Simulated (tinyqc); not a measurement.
# On-chip interconnect, size-dependent resistivity and RC delay: course in time

A rectangular line between two neighbours and two ground planes. Surface and grain-boundary scattering are added to the bulk resistivity as corrections; capacitances are parallel-plate values without fringing; inductance is ignored.

4 equal pi sections: series Rs = r Lw/4; node capacitances c Lw/4, halved at nodes 0 and 4, with Cl added to node 4; Rd feeds node 0. Elmore delay of node k: the sum, over the resistors on the path to k, of resistance times all capacitance downstream of it.

A 1 V step is applied behind Rd at t = 0. C dv/dt = -G v + b, with G the conductance matrix of the ladder (1/Rs between neighbours, 1/Rd added at node 0) and b = (1 V/Rd, 0, ...). Trapezoidal step: (C/dt + G/2) v(new) = (C/dt - G/2) v + b. The last column solves the same ladder exactly by its modes.

Values chosen for this exercise: driver resistance Rd = 7500 ohm; time step dt = 2.7 ps.

Rs = 1.92114 ohm
C, node 0 to 4 (fF): [0.124313, 0.248626, 0.248626, 0.248626, 0.394313]

Voltages (V):

| t (ps) | node 0 | node 2 | node 4 | node 4, exact |
|---|---|---|---|---|
| 2.7000 | 0.24987 | 0.24915 | 0.24879 | 0.24752 |
| 5.4000 | 0.43601 | 0.43618 | 0.43627 | 0.43388 |
| 8.1000 | 0.57726 | 0.57667 | 0.57638 | 0.57409 |
| 10.800 | 0.68183 | 0.68211 | 0.68225 | 0.67958 |
| 13.500 | 0.76184 | 0.76133 | 0.76107 | 0.75893 |
| 16.200 | 0.82043 | 0.82076 | 0.82093 | 0.81864 |
| 18.900 | 0.86591 | 0.86544 | 0.86521 | 0.86356 |
| 21.600 | 0.89857 | 0.89894 | 0.89912 | 0.89735 |
| 24.300 | 0.92458 | 0.92414 | 0.92392 | 0.92277 |
| 27.000 | 0.94263 | 0.94301 | 0.94321 | 0.94190 |
| 29.700 | 0.95766 | 0.95724 | 0.95702 | 0.95629 |
| 32.400 | 0.96747 | 0.96787 | 0.96806 | 0.96711 |

What does the comparison show?

The far end of the ladder reaches 0.5 V at 6.578 ps, 0.693 of its Elmore delay (ln 2 = 0.693 for a single pole); the slowest mode has a time constant of 9.488 ps. The largest error of the trapezoidal steps at that node is 2.7 mV.

tinyqc, about 0.01 s, one thread, Intel Xeon 2.30GHz (shared host): `OMP_NUM_THREADS=1 python tinyqc.py 2100067 2100068 out.jsonl`
